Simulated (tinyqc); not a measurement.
Frequency dispersion of an accumulation capacitance by border traps, distributed model: two steps of the calculation.

Traps spread evenly through the insulator exchange electrons with the semiconductor by tunnelling, with tau(x) = t0 exp(2 ka x) at depth x from the interface. The admittance per area Y seen at depth x obeys dY/dx = -Y^2/(i w eps0 eox) + q Nb ln(1 + i w tau)/tau, with Y(0) = i w Cs and w = 2 pi f; the gate sees Y(tox) = G + i w C. Working variable y = Y/(i w), in uF/cm^2. Cox = eps0 eox/tox.

Parameters, values chosen for the exercise; permittivity close to that of aluminium oxide: relative permittivity of the insulator eox = 8.4; insulator thickness tox = 5.8 nm; semiconductor capacitance in accumulation Cs = 2.1 uF/cm^2; density of border traps Nb = 2.7e19 cm^-3 eV^-1; decay constant of the wave function in the insulator ka = 6.5 1/nm; time constant of a trap at the interface t0 = 4e-9 s; frequency f = 10000 Hz; depth down to which the steps are taken xe = 1 nm.

Constants: q = 1.602176634e-19 C, eps0 = 8.8541878128e-14 F/cm where lengths are in cm. Results are converted to the units shown.

Task 1. Scales and lumped estimate. Cox; trap-free value 1/(1/Cox + 1/Cs); response depth d = ln(1/(w t0))/(2 ka), where w tau = 1; lumped estimate: all traps within d act as C_bt = q Nb d placed at d/2, so C = 1/{1/[1/(1/Cs + d/(2 eps0 eox)) + C_bt] + (tox - d/2)/(eps0 eox)}.

Wanted: Cox; trap-free C; d; C_bt; lumped C.

Result 1.

Cox = 1.2823 uF/cm^2
trap-free C = 0.79617 uF/cm^2
d = 0.63760 nm
C_bt = 0.27582 uF/cm^2
lumped C = 0.83962 uF/cm^2

The traps within reach amount to 0.131 Cs and lie in the first 11.0 % of the insulator.

Task 2. Capacitance and conductance at the gate. Beyond xe the traps are ignored, so 1/y(tox) = 1/y(xe) + (tox - xe)/(eps0 eox); C = Re y, G/w = -Im y, loss tangent G/(w C).

y at xe = 1.8622116-0.0435202i uF/cm^2

Give: y at the gate; C; G/w; loss tangent.

Result 2.

y at the gate = 0.8459-0.0090i uF/cm^2
C = 0.8459 uF/cm^2
G/w = 0.008975 uF/cm^2
loss tangent = 0.01061

Computed by the program tinyqc: `OMP_NUM_THREADS=1 python tinyqc.py 2202092 2202093 out.jsonl`, one thread of a shared Intel Xeon 2.30GHz, about 0.4 s for the whole run.
